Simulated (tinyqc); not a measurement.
# Worked calculation: bandgap voltage reference from two bipolar transistors

tinyqc, about 0.03 s, one thread, Intel Xeon 2.30GHz (shared host): `OMP_NUM_THREADS=1 python tinyqc.py 2062139 2062140 out.jsonl` Printed values are rounded.

Two transistors of area 1 and N carry the same current I. Is(T) = Is (T/T0)^eta exp[(Vg0 q/kB)(1/T0 - 1/T)], VBE1 = Vt ln(I/Is(T)) + I rb, VBE2 = Vt ln(I/(N Is(T))) + I rb/N. The amplifier forces I R1(T) = VBE1 - VBE2 + Vos, with R(T) = R (1 + tc (T - T0)) for both resistors, and the output is Vref = VBE1 + I R2(T). Base currents and the Early effect are neglected.

Parameters, values chosen for the exercise; values of the order met in silicon bipolar transistors:

| symbol | value | unit | meaning |
|---|---|---|---|
| T0 | 298 | K | reference temperature |
| Vg0 | 1.174 | V | band-gap voltage extrapolated to 0 K |
| eta | 4.4 |  | temperature exponent of the saturation current |
| Is | 1.5e-16 | A | saturation current of the unit transistor at T0 |
| N | 10 |  | area ratio of the second transistor |
| R1 | 9.1 | kohm | resistor across which the difference of VBE falls, at T0 |
| tc | 0 | ppm/K | temperature coefficient of both resistors |
| Vos | 0 | mV | offset of the amplifier |
| rb | 0 | ohm | series resistance of the unit transistor |
| R2 | 100.2 | kohm | output resistor at T0 |
| T | 273 | K | temperature |

Constants: q = 1.602176634e-19 C, kB = 1.380649e-23 J/K. Results are converted to the units shown.

## Operating point at the reference temperature

Vt = kB T/q; I = (Vt ln N + Vos)/(R1(T) - rb (1 - 1/N)). Evaluate at T = T0.

Vt = 0.02567965 V
I = 6.497757 uA
Is(T) = 1.5e-16 A
VBE1 = 0.6289420 V
I R2 = 0.6510752 V
Vref = 1.280017 V

## Operating point at another temperature

Vt = kB T/q; I = (Vt ln N + Vos)/(R1(T) - rb (1 - 1/N)).

Vt = 0.02352532 V
I = 5.952643 uA
Is(T) = 1.550457e-18 A
VBE1 = 0.6816769 V
I R2 = 0.5964548 V
Vref = 1.278132 V

From T0 to T, VBE1 changes by 52.7 mV and I R2 by -54.6 mV, which leaves -1.89 mV in Vref.

## Resistor for zero slope at T0, ideal case

With tc = 0, Vos = 0 and rb = 0 the current is proportional to T, dVBE/dT = (VBE - Vg0 - (eta - 1) Vt)/T, and Vref has zero slope at T0 when Vref = Vg0 + (eta - 1) Vt0. Find VBE1, its slope, that Vref, R2/R1 and the curvature d2Vref/dT2 = -(eta - 1) kB/(q T0).

VBE1 = 0.6289420 V
dVBE/dT = -2.122043 mV/K
Vref = 1.261311 V
R2/R1 = 10.69463
curvature = -0.9831857 uV/K^2
